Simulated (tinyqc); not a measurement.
Electroplating on a thin resistive seed layer: kinetics, Wagner number and the terminal effect across a wafer: one step, computed by the program tinyqc.

Current enters the seed at the rim. The bath is treated as a local resistance per area (no lateral flow in the liquid), two electrons per ion, molar volume 7.11 cm^3/mol, Faraday constant F = e N_A, kinematic viscosity 0.01 cm^2/s, omega = 2 pi x rpm/60; k_B T/e is in volts.

Problem. Rate, limit and resistances. Growth rate = i V_m/(2 F). Levich limit i_L = 0.62 x 2 F D^(2/3) omega^(1/2) nu^(-1/6) c. Tafel overpotential eta = (k_B T/(alpha e)) ln(i/i_0); kinetic resistance k_B T/(alpha e i); bath resistance h/kappa + plate; R_s = resistivity/t; Wagner number = kinetic resistance x kappa/R.

Inputs (values chosen for the exercise, of the order of those for copper plating on a thin cobalt or ruthenium seed): wafer radius R = 15 cm; seed thickness t = 190 nm; seed resistivity = 18 microohm cm; bath conductivity kappa = 0.046 S/cm; gap to the anode h = 6 cm; extra resistance of a porous plate = 0 ohm cm^2; exchange current density i_0 = 0.13 mA/cm^2; cathodic transfer coefficient alpha = 0.67; mean current density = 22 mA/cm^2; diffusivity of the metal ion = 5.3e-06 cm^2/s; metal ion concentration = 0.41 mol/L; rotation rate = 200 rpm; temperature T = 298 K.

Constants: e = 1.602176634e-19 C; N_A = 6.02214076e+23 1/mol; k_B = 8.617333262e-05 eV/K.

Give: growth rate; limiting current i_L; overpotential; kinetic resistance; bath resistance R_b; sheet resistance R_s; Wagner number.

Solution.

growth rate = 486.4 nm/min

limiting current i_L = 147.0 mA/cm^2

overpotential = 196.7 mV

kinetic resistance = 1.742 ohm cm^2

bath resistance R_b = 130.4 ohm cm^2

sheet resistance R_s = 0.9474 ohm/square

Wagner number = 0.005343
